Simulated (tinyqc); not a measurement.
Potential-pH (Pourbaix) lines of a metal, its cation, its oxide and an oxyanion, with a complexing ligand: one step, computed by the program tinyqc.

Potentials are against the standard hydrogen electrode; solids and water have unit activity; dG_f of M, H+ and the electron is zero; F = e N_A and s = R T ln(10)/F. The cation carries z = 2.

Task: Mixed potential with oxygen reduction. Anodic i = i0a 10^((E - E_a)/b_a) with E_a the cation line with ligand; cathodic i = i0c 10^((E_c - E)/b_c) with E_c the oxygen line; supply caps the cathodic current, 1/i_c = 1/i(Tafel) + 1/i_L. E_corr makes the two currents equal. Without the cap it would be [b_c E_a + b_a E_c + b_a b_c log10(i0c/i0a)]/(b_a + b_c). Rate = i V_m/(z F). Films are left out.

Inputs (values chosen for the exercise, modelled on zinc): temperature T = 298.15 K; limiting current density i_L = 2.1e-05 A/cm^2; molar volume V_m = 9.16 cm^3/mol.

Species: M, M2+, MO, MO2(2-).

exchange current densities, metal and cathodic (A/cm^2): 3.7e-07  3.2e-11

Tafel slopes, anodic and cathodic (mV/decade): 45  155

cation line with ligand = -1.109601 V

oxygen line = 0.9390106 V

Constants: e = 1.602176634e-19 C; N_A = 6.02214076e+23 1/mol.

Give: E_corr without the cap; corrosion potential E_corr; corrosion current density; i/i_L; etch rate.

Result:

E_corr without the cap = -0.7904 V

corrosion potential E_corr = -1.031 V

corrosion current density = 2.100e-05 A/cm^2

i/i_L = 1.0000

etch rate = 0.5981 nm/min

The current sits at the supply limit: stirring or more oxidant, not the ligand, sets the rate. Caution: other oxidation states, hydroxides and hydrides are left out, and the lines say nothing of rates. Caution: E_corr lies below the hydrogen line, so hydrogen evolution, left out here, adds cathodic current.
